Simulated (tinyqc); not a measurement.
Inside a calculation. Model: quantum limit of the contact resistance of a two-dimensional channel.

Numbers from tinyqc (`OMP_NUM_THREADS=1 python tinyqc.py 2760076 2760077 out.jsonl`; about 0.01 s on one thread of a shared Intel Xeon 2.30GHz). Printed values are rounded.

Parabolic band with gv valleys, C = hbar^2/(2 m0), eta = (EF - Ec)/(kB T). Landauer picture: each mode conducts 2 q^2/h, and the contacts and the channel add incoherently in series, 1/Tt - 1 = 2 (1/tc - 1) + L/lam for the total transmission Tt.

Inputs (values chosen for the exercise): temperature T = 300 K; mass m = 0.23 m0; valleys gv = 1; carrier density n = 1.9e12 cm^-2; transmission of each contact tc = 0.43; back-scattering length of the channel lam = 3.8 nm; channel length L = 110 nm.

Constants: q = 1.602176634e-19 C, kB = 1.380649e-23 J/K, hbar = 1.054571817e-34 J s, h = 6.62607015e-34 J s, m0 = 9.1093837015e-31 kg, Vt = kB T/q, hbar^2/(2 m0) = 0.0380998212 eV nm^2. Results are converted to the units shown.

## Fermi level and modes

n = N ln(1 + exp(eta)), N = gv m kB T/(2 pi C); modes per width M = gv sqrt(m kB T/C) Fm(eta)/(2 sqrt(pi)), Fm(x) = (1/sqrt(pi)) int_0^infinity u^(-1/2)/(1 + exp(u - x)) du; at zero temperature M0 = gv kF/pi, kF = sqrt(2 pi n/gv). kB T in eV.

N = 2.48381e12 cm^-2
eta = 0.138798
M = 73.4127 1/um
M0 = 109.981 1/um

The zero-temperature count is 50 % above the thermal one.

## Resistances

RQ = (h/2q^2)/M for the whole device, R = RQ/Tt; the part of one contact is Rc = RQ (1/tc - 1/2) and the channel adds RQ L/lam.

RQ = 175.806 ohm um
Rc = 320.948 ohm um
channel = 5089.13 ohm um
R = 5731.02 ohm um
Tt = 0.0306762

The two contacts make up 11.2 % of R.
